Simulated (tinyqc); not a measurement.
Inside a calculation. Model: a square-lattice strip 2 sites wide, recursive Green functions.

Numbers from tinyqc (`OMP_NUM_THREADS=1 python tinyqc.py 2660047 2660048 out.jsonl`; about 0.01 s on one thread of a shared Intel Xeon 2.30GHz). Printed values are rounded.

The device has N = 4 slices of 2 site(s), nearest-neighbour hopping -t, and site energies U; the leads are semi-infinite continuations with site energy 0. V = <i+1|H|i> = -t 1.

Inputs (values chosen for the exercise):
- t = 1.6 eV (hopping (matrix element -t))
- U = [0.79, 0.97, -1.09, 1.13, 0.92, -0.64, -0.21, 0.2] eV (site energies, slice by slice (2 a slice))
- E = 2.71 eV (energy)

## Self-energy of the leads

Transverse modes n = 1..2: chi_n(j) = sqrt(2/3) sin(pi n j/3), energy e_n = -2 t cos(pi n/3). Sigma = t^2 sum_n chi_n chi_n^T g(E - e_n), g(x) = (x - i sqrt(4 t^2 - x^2))/(2 t^2) for |x| < 2 t and (x - sign(x) sqrt(x^2 - 4 t^2))/(2 t^2) otherwise; Gamma = i (Sigma - Sigma^dagger); both leads give the same.

Sigma (eV):

|  | 1 | 2 |
|---|---|---|
| 1 | 0.6331924-0.7503291i | 0.0781924+0.7503291i |
| 2 | 0.0781924+0.7503291i | 0.6331924-0.7503291i |

Gamma (eV):

|  | 1 | 2 |
|---|---|---|
| 1 | 1.500658 | -1.500658 |
| 2 | -1.500658 | 1.500658 |

open modes = 1

## Slice 1

Forward pass: g_1 = (E - H_1 - Sigma)^(-1), g_i = (E - H_i - V g_(i-1) V^dagger)^(-1), with Sigma also subtracted on the last slice; G_(i,1) = g_i V G_(i-1,1), starting from g_1. H_i is the block of slice i: its site energies on the diagonal and -t between neighbouring rows.

g_1 (1/eV):

|  | 1 | 2 |
|---|---|---|
| 1 | 0.1189421-0.2972911i | 0.2533415+0.3176488i |
| 2 | 0.2533415+0.3176488i | 0.1097388-0.3394005i |

## Slice 2

As before.

g_2 (1/eV):

|  | 1 | 2 |
|---|---|---|
| 1 | 0.2160263-0.0921682i | 0.0242304+0.1865248i |
| 2 | 0.0242304+0.1865248i | 0.3828049-0.3774784i |

G_(2,1) (1/eV):

|  | 1 | 2 |
|---|---|---|
| 1 | 0.0877071+0.0323746i | -0.2399538-0.0920250i |
| 2 | -0.4403522-0.0655180i | 0.2227497+0.1862351i |

## Slice 3

As before.

g_3 (1/eV):

|  | 1 | 2 |
|---|---|---|
| 1 | 0.4161316-0.6621634i | 0.0623873+0.4880990i |
| 2 | 0.0623873+0.4880990i | 0.1364119-0.3597913i |

G_(3,1) (1/eV):

|  | 1 | 2 |
|---|---|---|
| 1 | -0.0999070+0.4218037i | 0.3804679-0.3854988i |
| 2 | 0.1503556-0.3109232i | -0.2037420+0.2841619i |

## Slice 4

As before.

g_4 (1/eV):

|  | 1 | 2 |
|---|---|---|
| 1 | 0.1479519-0.1371025i | 0.1789828+0.1201101i |
| 2 | 0.1789828+0.1201101i | 0.2170940-0.1103110i |

G_(4,1) (1/eV):

|  | 1 | 2 |
|---|---|---|
| 1 | -0.1716880-0.0616216i | 0.1074543+0.1324956i |
| 2 | 0.1123223+0.0329435i | -0.1624232-0.0973843i |

## Transmission and its channels

T(E) = Tr[Gamma G_(N,1) Gamma G_(N,1)^dagger]. The non-zero eigenvalues T_n of the matrix under the trace are the channel transmissions; Fano factor sum T_n (1 - T_n)/sum T_n.

T(E) = 0.9279406
T_n: [0.9279406]
Fano factor = 0.07205939

With 1 open mode(s) in the leads T(E) cannot exceed 1. Inverting the whole matrix gives the same value.
